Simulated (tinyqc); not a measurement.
What each parameter does: five-level k.p model folded onto the conduction band.

Second-order sums for the lowest conduction level at E: 1/m = 1 + Cm + (Ep/3)(2/E + 1/(E + Dso)) - (Ep2/3)(2/(E7 + D2 - E) + 1/(E7 - E)); g/2 = 1 + Cg - (Ep/3)(1/E - 1/(E + Dso)) - (Ep2/3)(1/(E7 - E) - 1/(E7 + D2 - E)). E is counted from the top of the valence band; E = Eg at the edge.

Inputs chosen for the exercise (near those of GaAs; the results hold for these values, not for the real material):

| symbol | value | unit | meaning |
|---|---|---|---|
| Eg | 1.474 | eV | gap at Gamma to the s-like level |
| Dso | 0.33 | eV | spin-orbit splitting |
| Ep | 25.9 | eV | Kane energy |
| E7 | 4.38 | eV | upper Gamma7 conduction level, from the valence top |
| D2 | 0.17 | eV | its spin-orbit splitting, Gamma8 above Gamma7 |
| Ep2 | 2.2 | eV | Kane energy to the upper levels |
| Cm | -2.6 |  | remote term in 1/m |
| Cg | -0.02 |  | remote term in g/2 |

Mass and g at E = Eg. Each row changes one parameter from the base and keeps the others.

Results:

| case | m (m0) | g |
|---|---|---|
| base | 0.07057 | -0.2107 |
| Eg = 1.621 eV | 0.07868 | 0.1274 |
| Dso = 0.363 eV | 0.07100 | -0.3827 |
| Ep = 28.49 eV | 0.06321 | -0.4250 |
| E7 = 4.818 eV | 0.07011 | -0.2041 |
| D2 = 0.153 eV | 0.07058 | -0.2081 |
| Ep2 = 1.98 eV | 0.07021 | -0.2079 |

The largest shifts from the base row, up to three for each result and ties (the steps differ in size, so this ranks the rows, not the parameters). m (m0): Eg +0.00811, Ep -0.00736, E7 -0.00046. g: Eg +0.3382, Ep -0.2143, Dso -0.1719.

tinyqc: `OMP_NUM_THREADS=1 python tinyqc.py 1081201 1081202 out.jsonl`; about 0.01 s, one thread, shared Intel(R) Xeon(R) Processor @ 2.30GHz.
